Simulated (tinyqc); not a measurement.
# Diffusion length from constant photovoltage

Inverse problem. In a thick sample with a thin depletion layer the excess density at its edge goes as flux/(1/alpha + L), so the flux needed for a fixed surface photovoltage is proportional to 1/alpha + L. Find L.

photon flux for the same photovoltage at absorption coefficients 83 and 1300 1/cm (relative units): [151.48193, 38.692308]

Answer. The line of flux against 1/alpha meets zero at -L.

slope against 1/alpha = 1.00 1/um
L = 31.0 um

Numbers from tinyqc (`OMP_NUM_THREADS=1 python tinyqc.py 2430153 2430154 out.jsonl`; about 0.01 s on one thread of a shared Intel Xeon 2.30GHz).
